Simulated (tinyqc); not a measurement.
Layer against dose: implant damage, amorphisation by cascade overlap, and solid-phase epitaxial regrowth. Computed by tinyqc, a small Python program. Command: `OMP_NUM_THREADS=1 python tinyqc.py 3110991 3110992 out.jsonl sper walk`. One thread of a shared host (Intel(R) Xeon(R) Processor @ 2.30GHz), about 0.01 s of CPU time with the checks.

Range and width of the damage are inputs. Dynamic annealing enters only through the surviving share f.

Inputs (values chosen for the exercise, modelled on indium ions in silicon):
```
quantity,value,unit
atomic density N,49.9,1/nm^3
ion Z1,49,-
ion mass M1,114.8,u
target Z2,14,-
target mass M2,28.09,u
ion energy E,58,keV
displacement energy E_d,13,eV
depth of the damage peak R_d,24,nm
width of the damage profile s_d,14,nm
share of defects that survive f,0.39,-
critical displaced share x_c,0.15,-
dose Q,1.1e+15,1/cm^2
```

Constants: a_0 = 0.529177210903 angstrom; e^2/(4 pi eps_0) = 14.39964548 eV angstrom.

Method. Robinson partition: eps = E a M2/(Z1 Z2 (e^2/(4 pi eps_0)) (M1 + M2)), a = 0.8853 a_0/sqrt(Z1^(2/3) + Z2^(2/3)); k = 0.0793 Z1^(2/3) Z2^(1/2) (M1 + M2)^(3/2)/((Z1^(2/3) + Z2^(2/3))^(3/4) M1^(3/2) M2^(1/2)); damage energy T_d = E/(1 + k (eps + 0.40244 eps^(3/4) + 3.4008 eps^(1/6))); displacements nu = 0.8 T_d/(2 E_d). Displaced share x(z) = f nu Q exp(-(z - R_d)^2/(2 s_d^2))/(sqrt(2 pi) s_d N); the layer is amorphous where x > x_c, between R_d -/+ s_d sqrt(2 ln(x_max/x_c)), the upper edge being cut at the surface. Threshold dose Q_c = Q x_c/x_max.

threshold dose Q_c = 4.89058e+13 1/cm^2

displacements per ion nu = 1377.16

Dose series; the last column is f nu Q erfc((z2 - R_d)/(sqrt2 s_d))/2:
```
Q (1/cm^2),x_max,upper edge (nm),lower edge (nm),displaced atoms beyond z2 (1/cm^2)
5.38e+13,0.1650,17.885,30.115,9.5686e+15
7.34e+13,0.2251,11.384,36.616,7.2442e+15
1.22e+14,0.3742,5.070,42.930,5.7772e+15
1.96e+14,0.6012,0.672,47.328,5.0351e+15
3.42e+14,1.0490,0.000,51.612,4.4617e+15
5.87e+14,1.8004,0.000,55.212,4.0649e+15
1.22e+15,3.7419,0.000,59.510,3.6692e+15
2.45e+15,7.5144,0.000,63.170,3.3848e+15
```

What does the comparison show, and why?

A dose 46 times larger moves the lower edge from 30.1 to 63.2 nm, as the root of a logarithm, and the damage beyond it falls by a factor 2.8, since the edge lies on an ever steeper tail. The layer reaches the surface at Q_c exp(R_d^2/(2 s_d^2)) = 2.13e14 per cm^2.

Extremes, crossings and ranges named in words are read from the listed rows.
